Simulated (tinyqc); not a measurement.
# Polarisation and half-bias from two TMR values

Inverse problem. A tunnel junction has TMR = TMR0/(1 + (V/Vh)^2), TMR0 = 2 P1 P2/(1 - P1 P2). Find TMR0, Vh and P2.

Parameters, values chosen for the exercise: spin polarisation of the reference layer P1 = 0.54.

TMR at 0.1 and 0.4 V (%): [82.439033, 47.467724]

Answer. 1/TMR is linear in V^2, and P1 P2 = TMR0/(2 + TMR0).

TMR0 = 86.7 %
Vh = 0.440 V
P2 = 0.560

Numbers from tinyqc (`OMP_NUM_THREADS=1 python tinyqc.py 2450103 2450104 out.jsonl`; about 0.01 s on one thread of a shared Intel Xeon 2.30GHz).
